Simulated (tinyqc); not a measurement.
# Long-channel MOSFET, surface-potential model: effect of the temperature

n-channel transistor on a uniformly doped p-type body, gradual-channel approximation, constant mobility, Boltzmann statistics, full ionisation. Potentials are counted from the neutral body; V is the electron quasi-Fermi potential, Vsb at the source and Vsb + Vds at the drain. Charges are magnitudes per area.

Nc and Nv are given at 273 K and scale as (T/273 K)^1.5; Eg, Vfb and mu are held fixed. ni = sqrt(Nc Nv) exp(-Eg/(2 Vt)), Eg in volts; phiF = Vt ln(Na/ni); Cox = eps0 eox/tox; gamma = sqrt(2 q eps0 eps_r Na)/Cox. The surface potential psi at channel potential V solves Vgs + Vsb - Vfb - psi = gamma sqrt(G), G = psi - Vt + Vt exp((psi - 2 phiF - V)/Vt). Charge sheet: Qi = Cox gamma [sqrt(G) - sqrt(psi - Vt)]; I = mu (W/L) [integral of Qi dpsi from psi_0 to psi_L (drift) + Vt (Qi0 - QiL) (diffusion)], with psi_0 at V = Vsb and psi_L at V = Vsb + Vds. VT = Vfb + 2 phiF + gamma sqrt(2 phiF + Vsb), m = 1 + gamma/(2 sqrt(2 phiF + Vsb)). The swing is 20 mV/log10[I(VT - 0.14 V)/I(VT - 0.16 V)] of the charge-sheet current at the given Vds.

Inputs (values chosen for the exercise); material values close to those of silicon: band gap Eg = 1.11 eV; relative permittivity of the semiconductor eps_r = 11.9; conduction-band density of states at the reference temperature Nc = 2.47e19 cm^-3; valence-band density of states at the reference temperature Nv = 2.29e19 cm^-3; acceptor density of the body Na = 2e17 cm^-3; relative permittivity of the gate insulator eox = 26.2; insulator thickness tox = 180 nm; flat-band voltage Vfb = -0.6 V; channel mobility mu = 250 cm^2/(V s); gate width W = 5 um; gate length L = 1 um; source-body reverse bias Vsb = 0 V; gate-source voltage Vgs = 2.29 V; drain-source voltage Vds = 0.2 V.

Constants: q = 1.602176634e-19 C, kB = 1.380649e-23 J/K, Vt = kB T/q, eps0 = 8.8541878128e-14 F/cm where lengths are in cm. Results are converted to the units shown.

The same in every row: gamma (V^0.5) = 2.016.

Results:

| T (K) | VT (V) | m | swing (mV/decade) | I at Vgs, Vds (uA) |
|---|---|---|---|---|
| 220 | 2.297 | 2.039 | 93.01 | 0.06557 |
| 250 | 2.233 | 2.057 | 107.6 | 0.2505 |
| 280 | 2.166 | 2.076 | 122.9 | 0.6376 |
| 310 | 2.097 | 2.097 | 139.1 | 1.274 |
| 370 | 1.953 | 2.144 | 174.4 | 3.363 |
| 400 | 1.877 | 2.171 | 193.8 | 4.781 |
| 430 | 1.799 | 2.200 | 214.6 | 6.385 |

Estimate the missing row, T = 340 K.

Computed row:

| T (K) | VT (V) | m | swing (mV/decade) | I at Vgs, Vds (uA) |
|---|---|---|---|---|
| 340 | 2.026 | 2.120 | 156.3 | 2.183 |

With this row back in the table: As T goes from 220 to 430 K, VT falls from 2.30 to 1.80 V, the swing rises from 93.0 to 215 mV a decade and the current rises from 0.0656 to 6.39 uA. The swing is 4.5 % above m Vt ln 10 in the first row and 14 % above it in the last. The gate voltage is below VT in 1 of the 8 rows. In every row the mobility is held fixed, though a real channel mobility changes with T and would alter the trend of the current.

Program tinyqc, `OMP_NUM_THREADS=1 python tinyqc.py 2360034 2360035 out.jsonl`; Intel Xeon 2.30GHz, shared host, one thread, about 0.04 s.
